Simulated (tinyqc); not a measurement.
# Changing the film thickness t

Model: the 3-omega method: a line heater on a substrate with a thin film. Computed by tinyqc, a small Python program. Command: `OMP_NUM_THREADS=1 python tinyqc.py 3012691 3012692 out.jsonl threeomega sweep`. One thread of a shared host (Intel(R) Xeon(R) Processor @ 2.30GHz), about 0.04 s of CPU time with the checks.

A current at angular frequency omega = 2 pi f heats the line at 2 omega with the amplitude P per length; the temperature swing Delta T at 2 omega gives a voltage at 3 omega. The substrate is taken as semi-infinite and isotropic, and the heat capacity of heater and film is left out.

Inputs (values chosen for the exercise, modelled on silicon nitride on gallium arsenide):

| quantity | value | unit |
|---|---|---|
| substrate conductivity kappa | 44.3 | W/(m K) |
| substrate heat capacity C | 1.74 | 1e6 J/(m^3 K) |
| heater half-width b | 22 | micrometre |
| power amplitude per length P | 33 | W/m |
| current frequency f | 4700 | Hz |
| film conductivity kappa_f | 2.9 | W/(m K) |
| interface resistance R_i | 3.5 | m^2 K/GW |
| substrate thickness d_s | 525 | micrometre |
| temperature coefficient of resistance beta | 3.8 | 1e-3/K |
| voltage amplitude V_1 | 1.1 | V |

Method:
- D = kappa/C; q = sqrt(2 i omega/D); penetration depth 1/|q| = sqrt(D/(2 omega)).
- Delta T_s = (P/(pi kappa)) int_0^infinity (sin x/x)^2 / sqrt(x^2 + (q b)^2) dx with (q b)^2 = i |q b|^2, averaged over the heater width (12 Gauss-Legendre points on each of the pieces 0, 14 log-spaced edges from 1e-5 to 1, and multiples of pi to 40 pi; the tail adds 1/(4 (40 pi)^2)).
- For |q| b much below 1: Delta T_s = (P/(pi kappa)) [-ln(|q| b) + eta - i pi/4], eta = 3/2 - C_E = 0.92278, with Euler's C_E = 0.5772157.
- One-dimensional flow across the film: Delta T_f = P (t/kappa_f + R_i)/(2 b); total in-phase swing Delta T = Delta T_s + Delta T_f; third-harmonic amplitude V_3 = V_1 beta |Delta T|/2 with the out-of-phase part included; the apparent film conductivity is t/(t/kappa_f + R_i).

One run for each value:

| film thickness t (nm) | apparent film conductivity (W/(m K)) | Delta T_f (K) | film share of the in-phase swing |
|---|---|---|---|
| 10 | 1.4392 | 0.00521 | 0.02183 |
| 19 | 1.8902 | 0.00754 | 0.03127 |
| 38 | 2.2887 | 0.01245 | 0.05062 |
| 73 | 2.5460 | 0.02150 | 0.08431 |
| 140 | 2.7040 | 0.03883 | 0.14256 |
| 270 | 2.7949 | 0.07245 | 0.23677 |
| 530 | 2.8455 | 0.13969 | 0.37427 |
| 1000 | 2.8709 | 0.26125 | 0.52798 |
| 2000 | 2.8854 | 0.51987 | 0.69001 |

What does the table show, and why?

Over the rows, apparent film conductivity (W/(m K)) rises from 1.44 to 2.89 (exponent d ln y / d ln x 0.42 between the first rows and 0.0073 between the last); Delta T_f (K) rises from 0.00521 to 0.520 (exponent d ln y / d ln x 0.58 between the first rows and 0.99 between the last); film share of the in-phase swing rises from 0.0218 to 0.690 (exponent d ln y / d ln x 0.56 between the first rows and 0.39 between the last). The film resistance t/kappa_f + R_i is a straight line in t: its slope gives kappa_f = 2.9 W/(m K) and its intercept R_i; the two terms are equal at t = 10.2 nm.

Extremes, crossings and ranges named in words are read from the listed rows.
